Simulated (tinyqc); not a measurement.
MOSFET in the linear regime without short-channel effects, parameter extraction from computed curves: two steps of the calculation.

Inversion charge Q = Cox n Vt W0(exp((Vg - VT)/(n Vt))), W0 the Lambert function and n = nf; u = Q/Cox; mobility mu = mu0/(1 + th1 u + th2 u^2); channel resistance Rch = (L - dL)/(W mu Q); Id = Vd/(Rch + Rsd/W). Cox = eps0 eox/tox. Small Vd, no channel-length or drain effects.

Values chosen for this exercise; channel values of the order met in silicon transistors:
```
symbol,value,unit,meaning
eox,7.72,,relative permittivity of the gate insulator (close to silicon nitride)
tox,2.4,nm,insulator thickness
mu0,92,cm^2/(V s),low-field mobility
th2,0,1/V^2,second mobility attenuation factor
VT,0.27,V,threshold voltage
W,1,um,gate width
L,0.09,um,drawn gate length
dL,0.017,um,drawn less effective length
Vd,0.05,V,drain voltage
```

Constants: eps0 = 8.8541878128e-14 F/cm where lengths are in cm. Results are converted to the units shown.

Problem 1. Threshold and mobility at the peak transconductance. gm_i = (Id_(i+1) - Id_(i-1))/(Vg_(i+1) - Vg_(i-1)); at the point j of largest gm the tangent meets the axis at V_ext = Vg_j - Id_j/gm_j; field-effect mobility gm_j L/(W Cox Vd) with the drawn L.

```
point  Vg (V)       Id (uA)
0        0.07  0.0013221313
1        0.17   0.075156321
2        0.27     2.4668756
3        0.37     12.066225
4        0.47     23.394286
5        0.57     33.770119
6        0.67     42.855291
7        0.77     50.749441
8        0.87     57.623598
9        0.97     63.641015
10       1.07     68.940831
```

Give: gm; j; V_ext; field-effect mobility.

Solution 1.

gm, point 1 to 9 (uS): 12.328  59.955  104.64  108.52  97.305  84.897  73.842  64.458  56.586
j = 4
V_ext = 0.25442 V
field-effect mobility = 68.584 cm^2/(V s)

V_ext is 16 mV below the model VT, and the mobility so found is 40 % below mu0 L/(L - dL) = 113 cm^2/(V s), the value for the drawn L; attenuation, series resistance and the slow approach of Q to a straight line all lower the peak gm.

Problem 2. The Y function. Y_i = Id_i/sqrt(gm_i). For Id = beta Vd x/(1 + th x), x = Vg - VT, Y = sqrt(beta Vd) x whatever th. Slope s from points 6 and 9; VT_Y = Vg - Y/s at point 9; beta = s^2/Vd; mobility beta L/(W Cox) with the drawn L; th* = (beta Vd x/Id - 1)/x at point 9.

```
point  Vg (V)       Id (uA)
0        0.07  0.0013221313
1        0.17   0.075156321
2        0.27     2.4668756
3        0.37     12.066225
4        0.47     23.394286
5        0.57     33.770119
6        0.67     42.855291
7        0.77     50.749441
8        0.87     57.623598
9        0.97     63.641015
10       1.07     68.940831
```

gm, point 1 to 9 (uS): 12.327767  59.955343  104.63705  108.51947  97.305023  84.896611  73.841538  64.457871  56.586162

Wanted: Y; s; VT_Y; beta; mobility from Y; th*.

Solution 2.

Y, point 1 to 9 (uA^0.5 V^0.5): 0.02141  0.3186  1.180  2.246  3.423  4.651  5.906  7.177  8.460
s = 12.70 uA^0.5 V^-0.5
VT_Y = 0.3037 V
beta = 3224 uA/V^2
mobility from Y = 101.9 cm^2/(V s)
th* = 1.032 1/V

The mobility from Y is 10 % below mu0 L/(L - dL) = 113 cm^2/(V s), which it should reach in deep inversion when th2 = 0.

tinyqc, about 0.02 s, one thread, Intel Xeon 2.30GHz (shared host): `OMP_NUM_THREADS=1 python tinyqc.py 2210157 2210158 out.jsonl`
